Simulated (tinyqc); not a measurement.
Inside a calculation. Model: p-n diode with diffusion and depletion-layer recombination.

Program tinyqc, `OMP_NUM_THREADS=1 python tinyqc.py 2260036 2260037 out.jsonl`; Intel Xeon 2.30GHz, shared host, one thread, about 0.01 s. Printed values are rounded.

Abrupt junction in the depletion approximation, low injection, full ionisation, neutral widths fixed, ohmic contact on the p side. Vj is the junction voltage; where a series resistance Rs is given, V = Vj + J Rs is the terminal voltage.

Inputs (values chosen for the exercise); band and dielectric values close to those of silicon: temperature T = 300 K; band gap Eg = 1.14 eV; relative permittivity eps_r = 11.5; conduction-band density of states at T Nc = 2.77e19 cm^-3; valence-band density of states at T Nv = 2.64e19 cm^-3; acceptor density Na = 1.7e17 cm^-3; donor density Nd = 3.7e15 cm^-3; electron mobility in the p side mun = 510 cm^2/(V s); hole mobility in the n side mup = 480 cm^2/(V s); electron lifetime tn = 2e-7 s; hole lifetime tp = 1e-7 s; neutral width of the p side wp = 6.1 um; neutral width of the n side wn = 230 um; recombination velocity at the n contact Sp = 1e7 cm/s; series resistance Rs = 0.0072 ohm cm^2; trap level above the intrinsic level Et = -0.04 eV; junction voltage at which recombination is evaluated Vj = 0.58 V; terminal voltage V = 0.66 V.

Constants: q = 1.602176634e-19 C, kB = 1.380649e-23 J/K, Vt = kB T/q, eps0 = 8.8541878128e-14 F/cm where lengths are in cm. Results are converted to the units shown.

Range of the model: At the terminal voltage used the injected minority density exceeds a tenth of the lighter doping, so the low-injection formulas overstate the current.

## Diffusion lengths and saturation currents

ni = sqrt(Nc Nv) exp(-Eg/(2 Vt)), Eg in volts; D = mu Vt; Ln = sqrt(Dn tn), Lp = sqrt(Dp tp); J0n = q ni^2 Dn coth(wp/Ln)/(Ln Na); J0p = (q ni^2 Dp/(Lp Nd)) (s + tanh(wn/Lp))/(1 + s tanh(wn/Lp)), s = Sp Lp/Dp.

ni = 7.18560e9 cm^-3
Ln = 16.2385 um
Lp = 11.1396 um
J0n = 1.10079e-12 A/cm^2
J0p = 2.49059e-11 A/cm^2

wp/Ln = 0.38 and wn/Lp = 21; holes carry 95.8 % of the diffusion current.

## Recombination in the depleted layer

ni = sqrt(Nc Nv) exp(-Eg/(2 Vt)), Eg in volts. Vbi = Vt ln(Na Nd/ni^2), W = sqrt(2 eps0 eps_r (Vbi - Vj)(1/Na + 1/Nd)/q), xp = W Nd/(Na + Nd), xn = W Na/(Na + Nd); u(x) = q Na (x + xp)^2/(2 eps0 eps_r) for x < 0 and Vbi - Vj - q Nd (xn - x)^2/(2 eps0 eps_r) for x > 0; p = Na exp(-u/Vt), n = Nd exp((u - Vbi + Vj)/Vt); U = ni^2 (exp(Vj/Vt) - 1)/(tp (n + ni exp(Et/Vt)) + tn (p + ni exp(-Et/Vt))); J_scr = q times the integral of U from -xp to xn. Trapezoid rule on 12 equal steps.

W = 264.257 nm
x, point 0 to 12 (nm): [-5.629, 16.392, 38.414, 60.435, 82.457, 104.478, 126.499, 148.521, 170.542, 192.563, 214.585, 236.606, 258.628]
u, point 0 to 12 (V): [0.000000, 0.028138, 0.057782, 0.084603, 0.108601, 0.129776, 0.148127, 0.163655, 0.176360, 0.186242, 0.193300, 0.197535, 0.198946]
n, point 0 to 12 (cm^-3): [1.68286e12, 4.99738e12, 1.57307e13, 4.43940e13, 1.12324e14, 2.54794e14, 5.18177e14, 9.44796e14, 1.54443e15, 2.26345e15, 2.97402e15, 3.50338e15, 3.7e15]
p, point 0 to 12 (cm^-3): [1.7e17, 5.72474e16, 1.81865e16, 6.44427e15, 2.54699e15, 1.12282e15, 5.52102e14, 3.02803e14, 1.85237e14, 1.26394e14, 9.61954e13, 8.16602e13, 7.73207e13]
U, point 0 to 12 (cm^-3 s^-1): [8.41427e18, 2.49858e19, 7.86193e19, 2.21207e20, 5.49494e20, 1.14412e21, 1.76330e21, 1.84516e21, 1.49394e21, 1.13693e21, 9.03486e20, 7.80215e20, 7.42174e20]
J_scr = 0.00363997 A/cm^2

With 2000 steps J_scr = 0.003640 A/cm^2; the coarse value is within 0.01 % of it. U is largest at x = 149 nm among these points; the peak lies where tp n = tn p. On the fine grid U peaks at 1.891e21 cm^-3 s^-1, and J_scr/(q U_max) is 45.5 % of W, the effective width of the recombining zone.

## Starting value

Vj = V/2.

Vj at the start = 0.33 V

## Iteration 1: new Vj

J0 = J0n + J0p = 2.60067e-11 A/cm^2

Diffusion current alone: J = J0 (exp(Vj/Vt) - 1), g = Vj + J Rs - V, g' = 1 + Rs J0 exp(Vj/Vt)/Vt, Vj(new) = Vj - g/g'.

J = 9.09579e-6 A/cm^2
g = -0.330000 V
g' = 1.00000
Vj after iteration 1 = 0.659999 V

## Iteration 2: new Vj

As before.

J = 3.18114 A/cm^2
g = 0.0229033 V
g' = 1.88597
Vj after iteration 2 = 0.647855 V

## Course of the iteration

Stop when the step is below 1e-10 V, or after 15 iterations.

Course of the iteration:
```
iteration  Vj before the step (V)  step (V)
1                            0.33     0.330
2                        0.659999   -0.0121
3                        0.647855  -1.40e-3
4                        0.646456  -1.35e-5
5                        0.646443  -1.21e-9
6                        0.646443   < 1e-13
```

Converged in 6 iterations.
